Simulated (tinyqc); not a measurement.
Two regimes over temperature: microkinetic model of low-temperature epitaxy from hydride gases: adsorption, hydrogen desorption and rate control. Computed by tinyqc, a small Python program. Command: `OMP_NUM_THREADS=1 python tinyqc.py 3016081 3016082 out.jsonl hepi walk`. One thread of a shared host (Intel(R) Xeon(R) Processor @ 2.30GHz), about 0.01 s of CPU time with the checks.

Each hydride molecule needs two free sites and leaves four hydrogen atoms, of which two leave at once as H2; theta is the hydrogen coverage, the site density is 6.78 per nm^2 and one layer is 1.358 angstrom thick.

Inputs (values chosen for the exercise, close to those used for silane on Si(001)):

| quantity | value | unit |
|---|---|---|
| silane pressure p_S | 0.032 | Pa |
| sticking prefactor of silane s0 | 0.033 | - |
| adsorption barrier E_s | 0.12 | eV |
| desorption prefactor nu_d | 4.1e+12 | 1/s |
| desorption energy on silicon E_d | 1.99 | eV |
| hydrogen carrier pressure p_H | 0 | Pa |
| sticking of hydrogen s_H | 6.6e-07 | - |

Film: silicon. Order of hydrogen desorption: first.

Constants: k_B = 8.617333262e-05 eV/K; u = 1.6605390666e-27 kg; k_B = 1.380649e-23 J/K.

Method:
- Flux per site F = p/(sqrt(2 pi M k_B T) x 6.78e18 per m^2), M = 32.12 u (silane), 2.016 u (hydrogen); s = s0 exp(-E_s/(k_B T)); k_S = s F_S = k; k_H = s_H F_H; k_d = nu_d exp(-E_d/(k_B T)).
- With k the hydride and k_H the hydrogen adsorption rate on free pairs and k_d the desorption rate, steady state: 2 (k + k_H)(1 - theta)^2 = k_d theta; growth rate R = k (1 - theta)^2 layers/s; 1 layer/s = 8.148 nm/min.
- Temperatures in kelvin are T(C) + 273.15.
- Limits: desorption-limited R = k_d k/(2 (k + k_H)), adsorption-limited R = k.

Growth:

| T (C) | theta | G (nm/min) | desorption limit (nm/min) | adsorption limit (nm/min) |
|---|---|---|---|---|
| 400 | 9.1793e-01 | 0.0194 | 2.1084e-02 | 2.8732 |
| 450 | 7.6717e-01 | 0.1734 | 2.2599e-01 | 3.1983 |
| 500 | 4.9711e-01 | 0.8860 | 1.7823e+00 | 3.5034 |
| 550 | 2.1397e-01 | 2.3403 | 1.0938e+01 | 3.7879 |
| 600 | 6.4967e-02 | 3.5426 | 5.4529e+01 | 4.0519 |
| 650 | 1.8132e-02 | 4.1418 | 2.2842e+02 | 4.2962 |
| 700 | 5.4155e-03 | 4.4728 | 8.2591e+02 | 4.5216 |
| 750 | 1.7892e-03 | 4.7122 | 2.6337e+03 | 4.7291 |
| 800 | 6.5181e-04 | 4.9135 | 7.5383e+03 | 4.9200 |
| 850 | 2.5919e-04 | 5.0926 | 1.9648e+04 | 5.0952 |

What follows from these numbers?

The apparent activation energy of G is 1.84 eV between the first rows and 0.07 eV between the last; full hydrogen cover gives a value near the desorption energy (plus E_s where k_H far exceeds k), a bare surface one near E_s less k_B T/2 from the flux. The coverage passes one half between 450 and 500 C, the knee of the Arrhenius plot.

Extremes, crossings and ranges named in words are read from the listed rows.
